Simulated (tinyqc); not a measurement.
Haynes-Shockley experiment: drift, diffusion and decay of a minority-carrier pulse. Changing the distance d to the collector. Computed by tinyqc, a small Python program. Command: `OMP_NUM_THREADS=1 python tinyqc.py 3113133 3113134 out.jsonl haynes sweep`. One thread of a shared host (Intel(R) Xeon(R) Processor @ 2.30GHz), about 0.02 s of CPU time with the checks.

A thin sheet of excess carriers is made at x = 0, t = 0 in a long uniform bar; injection is low, so the pulse moves with the minority mobility.

Inputs (values chosen for the exercise, modelled on electrons in p-type germanium in a lightly doped bar): minority mobility mu = 3680 cm^2/(V s); lifetime tau = 56 microsecond; temperature T = 330 K; field F = 5.1 V/cm; injected sheet density N0 = 9.5e+09 1/cm^2.

Constants: k_B = 8.617333262e-05 eV/K.

Method:
- D = mu k_B T/e, v = mu F.
- Transit time d/v, diffusion length sqrt(D tau), drift length v tau, Peclet number v d/D = e F d/(k_B T).
- dn(x, t) = N0/sqrt(4 pi D t) exp(-(x - v t)^2/(4 D t) - t/tau).
- At fixed x the signal peaks where d ln(dn)/dt = 0: a t^2 + t/2 - x^2/(4 D) = 0 with a = v^2/(4 D) + 1/tau.
- The full width at half maximum is found by solving dn(x, t) = peak/2 on both sides of the peak.
- With w the full width at half maximum: mu = d/(F t_p); D = (w d)^2/(16 ln2 t_p^3); Einstein ratio D/mu against k_B T/e.

One run for each value; columns: (1) distance d to the collector (cm); (2) width at half maximum (microsecond); (3) peak density (1/cm^3); (4) error of mu (%); (5) Peclet number:
```
(1)       (2)         (3)     (4)     (5)
0.050   2.717  1.5819e+11  12.821    8.97
0.074   3.381  1.2598e+11   8.871   13.27
0.160   5.101  7.8191e+10   4.601   28.69
0.240   6.295  5.9017e+10   3.405   43.04
0.350   7.637  4.3959e+10   2.661   62.77
0.520   9.340  3.0665e+10   2.133   93.26
0.760  11.317  2.0194e+10   1.792  136.30
```

Give the missing row, distance d to the collector (cm) = 0.110.

Computed row; columns: (1) distance d to the collector (cm); (2) width at half maximum (microsecond); (3) peak density (1/cm^3); (4) error of mu (%); (5) Peclet number:
```
(1)      (2)         (3)    (4)    (5)
0.110  4.187  9.9260e+10  6.252  19.73
```

Interpolating between the two neighbouring rows (the first column on a logarithmic scale, the others too where they are positive) misses most in error of mu (%), by 1.2 %. Over the rows, width at half maximum (microsecond) rises from 2.72 to 11.3 (exponent d ln y / d ln x 0.56 between the first rows and 0.51 between the last); peak density (1/cm^3) falls from 1.58e11 to 2.02e10 (exponent d ln y / d ln x -0.58 between the first rows and -1.1 between the last); error of mu (%) falls from 12.8 to 1.79 (exponent d ln y / d ln x -0.94 between the first rows and -0.46 between the last). At the high end the exponent of width at half maximum is 0.51, close to 0.50: the spread grows as sqrt(t).

Extremes, crossings and ranges named in words are read from the listed rows.
